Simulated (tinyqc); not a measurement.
Inputs raised by 10 %, one at a time: Froehlich polaron in a polar crystal. Computed by tinyqc, a small Python program. Command: `OMP_NUM_THREADS=1 python tinyqc.py 3028464 3028465 out.jsonl frohlich sens`. One thread of a shared host (Intel(R) Xeon(R) Processor @ 2.30GHz), about 0.2 s of CPU time with the checks.

One electron in a parabolic band of mass m*, coupled to dispersionless LO phonons in the continuum model. Energies are in units of hbar omega unless marked, wave numbers in k_0 = sqrt(2 m* omega/hbar).

Inputs (values chosen for the exercise, modelled on zinc sulfide):
```
quantity                          value  unit
band mass m*                        0.3   m_0
LO phonon energy hbar omega        44.9   meV
eps_inf                            4.98     -
static dielectric constant eps_s   8.06     -
```

Constants: hbar^2/(2 m_0) = 3.80998212 eV angstrom^2; e^2/(4 pi eps_0) = 14.39964548 eV angstrom.

Method:
- 1/eps* = 1/eps_inf - 1/eps_s; k_0 = sqrt(2 m* omega/hbar) = sqrt(m* hbar omega / (hbar^2/(2 m_0))) with m* in m_0; alpha = (e^2/(4 pi eps_0)) k_0/(2 eps* hbar omega); polaron length 1/k_0.
- Feynman's bound: E(v, w) = 3 (v - w)^2/(4 v) - (alpha v/sqrt(pi)) int_0^infinity e^-u D(u)^(-1/2) du, D = w^2 u + ((v^2 - w^2)/v)(1 - e^(-v u)); integrals by 80 Gauss-Legendre points in s from 0 to 1 with u = 40 s^2.
- Minimise over v > w > 0 (simplex search); mass m_p/m* = 1 + (alpha v^3/(3 sqrt(pi))) int u^2 e^-u D^(-3/2) du.

Runs; columns: (1) input moved; (2) from; (3) to; (4) coupling constant alpha; (5) polaron length 1/k_0 (angstrom); (6) polaron energy, Feynman (meV); (7) m_p/m*, Feynman:
```
(1)                                 (2)    (3)     (4)    (5)     (6)    (7)
base run                              -      -  0.7316  16.82  -33.16  1.137
band mass m* (m_0)                  0.3   0.33  0.7673  16.04  -34.79  1.144
LO phonon energy hbar omega (meV)  44.9  49.39  0.6976  16.04  -34.76  1.130
eps_inf                            4.98  5.478  0.5576  16.82  -25.21  1.101
static dielectric constant eps_s   8.06  8.866  0.8392  16.82  -38.09  1.160
```

Exponents ln(y'/y) / ln(x'/x):
```
input                             coupling constant alpha  polaron length 1/k_0  polaron energy, Feynman  m_p/m*, Feynman
band mass m*                                        0.500                  -0.5                    0.505            0.064
LO phonon energy hbar omega                        -0.500                  -0.5                    0.495           -0.065
eps_inf                                            -2.850                   0.0                   -2.874           -0.338
static dielectric constant eps_s                    1.439                   0.0                    1.454            0.210
```

To which inputs is each result most sensitive?

Among the inputs moved here: coupling constant alpha answers most in size to eps_inf (exponent -2.850), next to static dielectric constant eps_s (+1.439). Its exponent +0.500 in band mass m*: alpha goes as sqrt(m*). Its exponent -0.500 in LO phonon energy hbar omega: alpha goes as omega^(-1/2). Polaron length 1/k_0 answers most in size to band mass m* (exponent -0.500), and about equally to LO phonon energy hbar omega (-0.500); its exponent is below 0.0005 for eps_inf, static dielectric constant eps_s. Its exponent -0.500 in band mass m*: the length goes as m*^(-1/2). Polaron energy, Feynman answers most in size to eps_inf (exponent -2.874), next to static dielectric constant eps_s (+1.454). m_p/m*, Feynman answers most in size to eps_inf (exponent -0.338), next to static dielectric constant eps_s (+0.210).
